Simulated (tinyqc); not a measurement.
Three surfaces against bond counting: Gupta-type many-body potential for a metal. Computed by tinyqc, a small Python program. Command: `OMP_NUM_THREADS=1 python tinyqc.py 3001689 3001690 out.jsonl gupta walk`. One thread of a shared host (Intel(R) Xeon(R) Processor @ 2.30GHz), about 0.01 s of CPU time with the checks.

E_i = sum_j A exp(-p (r_ij/r0 - 1)) - xi rho_i^gamma, with rho_i = sum_j exp(-2 q (r_ij/r0 - 1)); gamma = 1/2 is the tight-binding second-moment form. The crystal is fcc unless stated; d is the neighbour distance and a fixed number of shells is kept.

Inputs (values chosen for the exercise, modelled on aluminium): repulsion A = 0.119 eV; hopping xi = 1.32 eV; decay p = 8.56; decay q = 2.55; reference distance r0 = 2.864 angstrom; shells kept = 2; embedding exponent gamma = 0.5.

Constants: 1 eV/angstrom^3 = 160.2176634 GPa; 1 eV/angstrom^2 = 16.02176634 J/m^2.

Method:
- fcc shells: d sqrt(k), k = 1..5, with 12, 6, 24, 12, 24 atoms; Omega = d^3/sqrt2.
- Equilibrium: dE/dd = 0; B = d^2 E''(d)/(9 Omega).
- Cut the crystal without relaxation; an atom in layer l keeps the neighbours that lie below the surface plane. Excess = E_i + E_c. Surface energy = sum of excesses over the layers, divided by the area per surface atom: (sqrt3/2) d^2 for (111), d^2 for (100), sqrt2 d^2 for (110).
- Bond counting with pair bonds charges E_c/12 for each missing nearest neighbour: 3, 4 and 6 per surface cell.

neighbour distance d = 2.87104 angstrom

cohesive energy E_c = 3.26046 eV

Surfaces:
```
face   missing bonds  excess (eV)  bond counting (eV)    ratio  surface energy (J/m^2)
(111)              3      0.30577              0.8151  0.37512                 0.68627
(100)              4      0.38098              1.0868  0.35055                 0.74052
(110)              6      0.61236              1.6302  0.37563                 0.84163
```

What follows from these numbers?

The order of surface energies is (111) < (100) < (110), with (110)/(111) = 1.226 against 1.225 from counting first-neighbour bonds. The excess is 0.35 to 0.38 of the bond-counting value: atoms with fewer neighbours have stronger bonds. Further shells enter the excess but not the count. Caution: relaxation, left out here, lowers surface energies. Caution: fitted second-moment potentials usually give surface energies well below measured ones.
